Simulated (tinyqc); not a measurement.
From one set of inputs to another, one input at a time: grain-boundary trapping model (Seto) of a polycrystalline semiconductor film. Computed by tinyqc, a small Python program. Command: `OMP_NUM_THREADS=1 python tinyqc.py 3030429 3030430 out.jsonl poly ladder`. One thread of a shared host (Intel(R) Xeon(R) Processor @ 2.30GHz), about 0.01 s of CPU time with the checks.

Grains of equal size L are joined by thin boundaries with one trap level. Trapped carriers deplete a width W on each side and raise a barrier, crossed by thermionic emission. Dopants are fully ionised, statistics are non-degenerate and mu_g does not depend on T.

The inputs printed are set A. Set A is modelled on polycrystalline ZnO; the values taken over come from a set modelled on polycrystalline silicon. Inputs not listed in the table keep their values of set A, so the rows need not describe a real material.

Inputs (values chosen for the exercise, modelled on polycrystalline ZnO):
```
quantity                                     value        unit
permittivity eps                               8.3           -
effective mass m                               0.3         m_0
effective density of states at 300 K, N_c  3.6e+18      1/cm^3
grain size L                                   230          nm
trap density Q_t                             1e+12      1/cm^2
trap level E_t below the band edge            0.42          eV
doping N                                   9.8e+16      1/cm^3
mobility inside the grains mu_g                100  cm^2/(V s)
temperature T                                  400           K
```

Grain interior: resistance included.

Constants: k_B = 8.617333262e-05 eV/K; e = 1.602176634e-19 C; eps_0 = 8.8541878128e-12 F/m; m_0 = 9.1093837015e-31 kg; k_B = 1.380649e-23 J/K.

Method. N_c(T) = N_c (T/300 K)^(3/2). Filled traps Q = Q_t/(1 + (1/2) exp((E_t* - E_F)/k_B T)), where E_t* = e V_B - E_t and E_F are counted from the band edge at the grain centre. Partial depletion: Q = 2 N W, V_B = e N W^2/(2 eps eps_0), E_F = k_B T ln(N/N_c); solve for W. If that W would exceed L/2 the grain is fully depleted: W = L/2, Q = N L, and E_F follows from the trap equation. Centre density n_0 = N_c exp(E_F/k_B T). Boundary: sigma_b = L e^2 n_0 exp(-e V_B/k_B T)/sqrt(2 pi m k_B T); drift through the grain, depleted parts included: rho_g = [(1 - 2W/L) + (2W/L) int_0^1 exp(y^2 s^2) ds]/(e n_0 mu_g); rho = 1/sigma_b + rho_g. Mean carrier density n_av = n_0 [(1 - 2W/L) + (2W/L) (sqrt(pi)/2) erf(y)/y], y = sqrt(e V_B/k_B T); effective mobility 1/(e n_av rho).

Each row keeps all changes above it:
```
input moved                                      from       to  resistivity rho (ohm cm)  effective mobility (cm^2/(V s))  mean carrier density (1/cm^3)
set A                                               -        -                 2.842e+01                        3.039e+00                      7.225e+16
effective mass m (m_0)                            0.3     0.42                 3.068e+01                        2.816e+00                      7.225e+16
trap level E_t below the band edge (eV)          0.42     0.36                 1.149e+01                        7.187e+00                      7.555e+16
grain size L (nm)                                 230      110                 2.334e+01                        5.236e+00                      5.107e+16
mobility inside the grains mu_g (cm^2/(V s))      100       98                 2.360e+01                        5.178e+00                      5.107e+16
doping N (1/cm^3)                             9.8e+16  7.3e+16                 4.420e+01                        4.567e+00                      3.092e+16
temperature T (K)                                 400      200                 1.553e+06                        4.303e-03                      9.344e+14
trap density Q_t (1/cm^2)                       1e+12  1.8e+12                 7.857e+06                        4.303e-03                      1.846e+14
```

Resistivity rho goes from 28.4 to 7.86e6, a factor 276000 in all. The largest single move comes from temperature T (a factor 35100). Effective mobility goes from 3.04 to 0.00430, a factor 0.00142 in all. The largest single move comes from temperature T (a factor 9.42e-4), and trap level E_t below the band edge works against it (a factor 2.55). Mean carrier density goes from 7.22e16 to 1.85e14, a factor 0.00256 in all. The largest single move comes from temperature T (a factor 0.0302). The single moves hold for this order of the switches; the total does not depend on the order.

Extremes, crossings and ranges named in words are read from the listed rows.
